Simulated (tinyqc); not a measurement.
From 1s binding energy back to central-cell strength A: effective-mass impurity with a central-cell term, in a basis of Slater functions. Computed by tinyqc, a small Python program. Command: `OMP_NUM_THREADS=1 python tinyqc.py 3013839 3013840 out.jsonl centralcell inv`. One thread of a shared host (Intel(R) Xeon(R) Processor @ 2.30GHz), about 0.04 s of CPU time with the checks.

The envelope obeys H = -nabla^2 - (2/r) [Z + A exp(-kappa r)] in effective units, with kappa = a*/lambda; positive A deepens the well near the core.

Inputs (values chosen for the exercise, with screening close to that of beta-Ga2O3):

| quantity | value | unit |
|---|---|---|
| effective mass m | 2.14 | m_0 |
| dielectric constant eps | 10.1 | - |
| charge Z of the core | 1 | - |
| central-cell range lambda | 0.75 | angstrom |

Impurity: acceptor, one isotropic band.

Constants: Ry = 13.605693123 eV; a_0 = 0.529177210903 angstrom.

Method:
- Units: Ry* = Ry m/eps^2 and a* = a_0 eps/m, with m in m_0.
- kappa = a*/lambda; the hydrogenic ground state is bound by Z^2 Ry*.
- For s functions exp(-zeta r), with s = zeta_i + zeta_j: S = 2/s^3, T = zeta_i zeta_j S, V = -2 Z/s^2, W = -2 A/(s + kappa)^2; each function is normalised by dividing by sqrt(S_ii S_jj).
- Large basis: zeta_i = 0.06 x 1.6^(i-1), i = 1..22, same formulas; for p functions r exp(-zeta r): S = 24/s^5, T = zeta_i zeta_j S (centrifugal term included), V = -12 Z/s^4, W = -12 A/(s + kappa)^4; overlap eigenvalues below 1e-11 are dropped.
- Binding energies are -E Ry*; the effective quantum number is nu = Z/sqrt(-E); |psi(0)|^2 is given relative to the hydrogenic Z^3/(pi a*^3).

Problem. A run gave the result below. Find the central-cell strength A, known to lie between 0.65 and 1.3.

1s binding energy = 374.6386 meV

Solution.

Each step takes the trial c = (a f_b - b f_a)/(f_b - f_a), f being the result less the target and a, b, c the logarithms of the listed values; c replaces end b, the old b replaces a if the sign of f changed, and otherwise f_a is halved.

Scan of the range:

| central-cell strength A | 1s binding energy (meV) |
|---|---|
| 0.650 | 354.843 |
| 0.730 | 366.374 |
| 0.819 | 380.180 |
| 0.919 | 397.018 |
| 1.030 | 417.498 |
| 1.160 | 444.107 |
| 1.300 | 476.254 |

False position (Illinois rule, in the logarithm of the input) inside the bracket:

| step | end a | end b | trial | 1s binding energy (meV) |
|---|---|---|---|---|
| 1 | 0.730000 | 0.819000 | 0.782044 | 374.317 |
| 2 | 0.819000 | 0.782044 | 0.784025 | 374.627 |
| 3 | 0.819000 | 0.784025 | 0.784169 | 374.649 |
| 4 | 0.784025 | 0.784169 | 0.784100 | 374.639 |
| 5 | 0.784169 | 0.784100 | 0.784100 | 374.639 |

1s binding energy rises at every point of a 13-point scan of the range (every second point is shown), so one value fits; it is bracketed by 0.730 and 0.819. Answer: central-cell strength A = 0.7841.

Caution: the effective Bohr radius is only a few bond lengths, so the envelope approximation is rough.
